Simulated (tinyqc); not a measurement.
The 3-omega method: a line heater on a substrate with a thin film: one step, computed by the program tinyqc. Command: `OMP_NUM_THREADS=1 python tinyqc.py 3005206 3005207 out.jsonl threeomega walk`. One thread of a shared host (Intel(R) Xeon(R) Processor @ 2.30GHz), about 0.01 s of CPU time with the checks.

A current at angular frequency omega = 2 pi f heats the line at 2 omega with the amplitude P per length; the temperature swing Delta T at 2 omega gives a voltage at 3 omega. The substrate is taken as semi-infinite and isotropic, and the heat capacity of heater and film is left out.

Problem. Conductivity from the slope. Delta T_s = (P/(pi kappa)) int_0^infinity (sin x/x)^2 / sqrt(x^2 + (q b)^2) dx with (q b)^2 = i |q b|^2, averaged over the heater width (12 Gauss-Legendre points on each of the pieces 0, 14 log-spaced edges from 1e-5 to 1, and multiples of pi to 40 pi; the tail adds 1/(4 (40 pi)^2)). Take the in-phase swing at f and at 2f; in the narrow-line limit kappa = P ln 2/(2 pi [Delta T(f) - Delta T(2f)]), whatever the film and the heater width.

Inputs (values chosen for the exercise, modelled on a phase-change telluride on silica):
```
quantity                      value           unit
substrate conductivity kappa   1.41        W/(m K)
substrate heat capacity C      1.59  1e6 J/(m^3 K)
heater half-width b             8.8     micrometre
power amplitude per length P    1.6            W/m
current frequency f              24             Hz
```

in-phase Delta T_s = 0.9913527 K

Give: in-phase Delta T_s at 2f; kappa from the slope; error of the slope method.

Solution.

in-phase Delta T_s at 2f = 0.8674 K

kappa from the slope = 1.424 W/(m K)

error of the slope method = 0.9777 %
